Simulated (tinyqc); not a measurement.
Long-channel MOSFET, surface-potential model: one step of the calculation.

n-channel transistor on a uniformly doped p-type body, gradual-channel approximation, constant mobility, Boltzmann statistics, full ionisation. Potentials are counted from the neutral body; V is the electron quasi-Fermi potential, Vsb at the source and Vsb + Vds at the drain. Charges are magnitudes per area.

Question. Body potential, insulator capacitance and body factor. ni = sqrt(Nc Nv) exp(-Eg/(2 Vt)), Eg in volts; phiF = Vt ln(Na/ni); Cox = eps0 eox/tox; gamma = sqrt(2 q eps0 eps_r Na)/Cox. VT = Vfb + 2 phiF + gamma sqrt(2 phiF + Vsb), m = 1 + gamma/(2 sqrt(2 phiF + Vsb)).

Inputs (values chosen for the exercise); material values those of a made-up semiconductor: temperature T = 325 K; band gap Eg = 1.08 eV; relative permittivity of the semiconductor eps_r = 10.8; conduction-band density of states at T Nc = 2.37e19 cm^-3; valence-band density of states at T Nv = 3.59e19 cm^-3; acceptor density of the body Na = 3.3e16 cm^-3; relative permittivity of the gate insulator eox = 3.71; insulator thickness tox = 9.5 nm; flat-band voltage Vfb = -0.67 V; source-body reverse bias Vsb = 0 V.

Constants: q = 1.602176634e-19 C, kB = 1.380649e-23 J/K, Vt = kB T/q, eps0 = 8.8541878128e-14 F/cm where lengths are in cm. Results are converted to the units shown.

Find: ni; phiF; Cox; gamma; VT; m.

Answer.

ni = 1.233e11 cm^-3
phiF = 0.3500 V
Cox = 0.3458 uF/cm^2
gamma = 0.2908 V^0.5
VT = 0.2733 V
m = 1.174

tinyqc, about 0.04 s, one thread, Intel Xeon 2.30GHz (shared host): `OMP_NUM_THREADS=1 python tinyqc.py 2360170 2360171 out.jsonl`
